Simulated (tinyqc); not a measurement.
Resistance of a source-drain extension with a graded tip: two steps of the calculation.

y runs along the channel, the gate covers y > 0. The doping is N0 for y < y0 and N0 10^(-(y - y0)/la) beyond, uniform over the depth xj. Sheet conductance s(y) = q mu(N) max(N - Nch, 0) xj + (for y > 0) ma Cox Vo, with mu(N) = u0 + (u1 - u0)/(1 + (N/Nr)^au) and Cox = eps0 eox/tox. Current is taken as one-dimensional; depletion of the tip, spreading and the contact are left out. The metallurgical junction lies at yj, where N = Nch.

Parameters, values chosen for the exercise; mobility law close to that of electrons in silicon:

| symbol | value | unit | meaning |
|---|---|---|---|
| eox | 3.9 |  | relative permittivity of the gate insulator (close to silicon dioxide) |
| tox | 2.8 | nm | insulator thickness |
| N0 | 1e20 | cm^-3 | active doping of the extension far from the gate |
| la | 2.7 | nm/decade | lateral abruptness |
| y0 | 1.2 | nm | position under the gate where the fall begins (gate edge at 0) |
| xj | 13 | nm | depth of the extension |
| Nch | 1.6e18 | cm^-3 | channel doping |
| Vo | 0.55 | V | gate overdrive |
| ma | 140 | cm^2/(V s) | mobility of the gate-induced layer |
| u1 | 1414 | cm^2/(V s) | mobility at low doping |
| u0 | 68.5 | cm^2/(V s) | mobility at high doping |
| Nr | 9.2e16 | cm^-3 | reference doping |
| au | 0.711 |  | exponent |
| Lg | 90 | nm | gate length |

Constants: q = 1.602176634e-19 C, eps0 = 8.8541878128e-14 F/cm where lengths are in cm. Results are converted to the units shown.

Question 1. Sheet resistances and junction position. yj = y0 + la log10(N0/Nch); sheet resistance of the full extension 1/[q mu(N0)(N0 - Nch) xj] and of the gate-induced layer 1/(ma Cox Vo); metallurgical length Lg - 2 yj; ye is where the doped and the gate-induced conductances are equal.

Find: yj; sheet resistance of the extension; sheet resistance of the induced layer; metallurgical length; ye; N at ye.

Answer 1.

yj = 6.049 nm
sheet resistance of the extension = 627.4 ohm/square
sheet resistance of the induced layer = 1.053e4 ohm/square
metallurgical length = 77.90 nm
ye = 4.777 nm
N at ye = 4.734e18 cm^-3

The gate takes over 1.27 nm before the junction, where N is still 2.96 times the channel doping.

Question 2. Resistance of the overlapped part. Midpoint rule on 8 equal steps from 0 to yj: R_ov = sum h/s(y), per width.

Wanted: y; N; doped conductance; sheet resistance; R_ov.

Answer 2.

```
point	y (nm)	N (cm^-3)	doped conductance (uS)	sheet resistance (ohm/square)
0	0.3781	1.000e20	1594	592.1
1	1.134	1.000e20	1594	592.1
2	1.890	5.551e19	926.7	978.8
3	2.646	2.913e19	519.3	1628
4	3.402	1.528e19	293.8	2572
5	4.159	8.021e18	163.7	3866
6	4.915	4.209e18	82.48	5636
7	5.671	2.209e18	24.81	8350
```

R_ov = 18.31 ohm um

tinyqc, about 0.03 s, one thread, Intel Xeon 2.30GHz (shared host): `OMP_NUM_THREADS=1 python tinyqc.py 2282203 2282204 out.jsonl`
